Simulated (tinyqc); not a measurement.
From one set of inputs to another, one input at a time: four-point probe, van der Pauw, Hall and spreading-resistance readings of a semiconductor layer. Computed by tinyqc, a small Python program. Command: `OMP_NUM_THREADS=1 python tinyqc.py 3110812 3110813 out.jsonl probe ladder`. One thread of a shared host (Intel(R) Xeon(R) Processor @ 2.30GHz), about 0.01 s of CPU time with the checks.

The layer is uniform and ohmic; contacts are points unless a radius is given.

The inputs printed are set A. Set A is modelled on p-type silicon; the values taken over come from a set modelled on n-type silicon. Inputs not listed in the table keep their values of set A, so the rows need not describe a real material.

Inputs (values chosen for the exercise, modelled on p-type silicon):

| quantity | value | unit |
|---|---|---|
| carrier density n | 2.2e+15 | 1/cm^3 |
| drift mobility mu | 428 | cm^2/(V s) |
| layer thickness t | 170 | micrometre |
| probe spacing s | 0.635 | mm |
| current I | 3 | mA |

Backing of the layer: insulating.

Constants: e = 1.602176634e-19 C.

Method:
- rho = 1/(e n mu); R_s = rho/t.
- Collinear probes with equal spacing on a layer with insulating backing: images at depth 2 m t give V = (rho I/(2 pi s)) G, G = 1 + 4 sum_(m>=1) [1/sqrt(1 + (2 m u)^2) - 1/sqrt(4 + (2 m u)^2)], u = t/s; the sum runs to m = 20000, with the tail 3/(32 u^3 M^2) added to the sum for M = 20000.
- Limits: thick, rho = 2 pi s V/I; thin on an insulator, rho = (pi/ln 2) t V/I.

Each row keeps all changes above it:

| input moved | from | to | voltage V (mV) | sheet resistance R_s (ohm/square) | rho by the thin formula (ohm cm) |
|---|---|---|---|---|---|
| set A | - | - | 2.581e+02 | 3.899e+02 | 6.629e+00 |
| carrier density n (1/cm^3) | 2.2e+15 | 1.7e+19 | 3.340e-02 | 5.046e-02 | 8.578e-04 |
| drift mobility mu (cm^2/(V s)) | 428 | 103 | 1.388e-01 | 2.097e-01 | 3.565e-03 |
| layer thickness t (micrometre) | 170 | 560 | 4.435e-02 | 6.365e-02 | 3.752e-03 |
| probe spacing s (mm) | 0.635 | 1.588 | 4.214e-02 | 6.365e-02 | 3.565e-03 |
| current I (mA) | 3 | 0.06 | 8.428e-04 | 6.365e-02 | 3.565e-03 |

Voltage V goes from 258 to 8.43e-4, a factor 3.27e-6 in all. The largest single move comes from carrier density n (a factor 1.29e-4), and drift mobility mu works against it (a factor 4.16). Sheet resistance R_s goes from 390 to 0.0637, a factor 1.63e-4 in all. The largest single move comes from carrier density n (a factor 1.29e-4), and drift mobility mu works against it (a factor 4.16). rho by the thin formula goes from 6.63 to 0.00357, a factor 5.38e-4 in all. The largest single move comes from carrier density n (a factor 1.29e-4), and drift mobility mu works against it (a factor 4.16). The single moves hold for this order of the switches; the total does not depend on the order.

Extremes, crossings and ranges named in words are read from the listed rows.
